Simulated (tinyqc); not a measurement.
Kink density above f_c: Frenkel-Kontorova chain: a misfit dislocation (kink) in a monolayer on a periodic substrate. Computed by tinyqc, a small Python program. Command: `OMP_NUM_THREADS=1 python tinyqc.py 3031442 3031443 out.jsonl fkchain walk`. One thread of a shared host (Intel(R) Xeon(R) Processor @ 2.30GHz), about 0.04 s of CPU time with the checks.

E = sum_j [(k/2)(x_(j+1) - x_j - b)^2 + (W/2)(1 - cos(2 pi x_j/a))], x_j = a (j + u_j). A kink takes u from 0 to 1: the chain is stretched by one period and has one atom fewer than wells.

Inputs (values chosen for the exercise, for a model overlayer):
```
quantity              value           unit
spring constant k      8.74  eV/angstrom^2
substrate period a     3.09       angstrom
corrugation W          2.99             eV
misfit f = (b - a)/a   0.14              -
atomic mass M          85.4              u
```

Constants: nu for 1 eV/(angstrom^2 u) = 15.6333042 THz.

Method. l0 = sqrt(k a^2/(2 W)); kink u(j) = (2/pi) arctan exp(pi j/l0); kink energy at f = 0: E0 = (4/pi) W l0; with misfit E0 - k a^2 f; kinks become favourable at f_c = 2/(pi l0), and a coherent chain with free ends loses stability at f_m = 1/l0. Lowest vibration of the flat chain: nu0 = 15.6333042 THz x sqrt(2 pi^2 W/(a^2 M)). Frank and van der Merwe: the modulus q solves f = 2 E(q)/(pi l0 q), and the kinks per atom are pi/(2 l0 q K(q)), with the complete elliptic integrals K and E; strain left = f - density (for f above f_c = 2/(pi l0)).

critical misfit f_c = 0.170418

kink width l0 = 3.73563

Continuum ground state:
```
f             q  kinks per atom  strain left
0.1713  0.99896         0.09403     0.077274
0.1738  0.99533         0.11326     0.060543
0.1789  0.98676         0.13234     0.046556
0.1875  0.97066         0.15262     0.034882
0.2045  0.93622         0.18116     0.023342
0.2386  0.86544         0.22549     0.013109
0.2897  0.76736         0.28280     0.006903
0.3749  0.63534         0.37181     0.003093
```

What follows from these numbers?

0.52 % above f_c the density is already 0.55 of f: kinks repel only exponentially, so they flood in, as 1/|ln(f - f_c)|. At 2.2 f_c they take up 99.2 % of the misfit and the layer floats nearly free. Caution: a corrugation above 1 eV is larger than real overlayers usually show; it is chosen to keep the kink narrow.
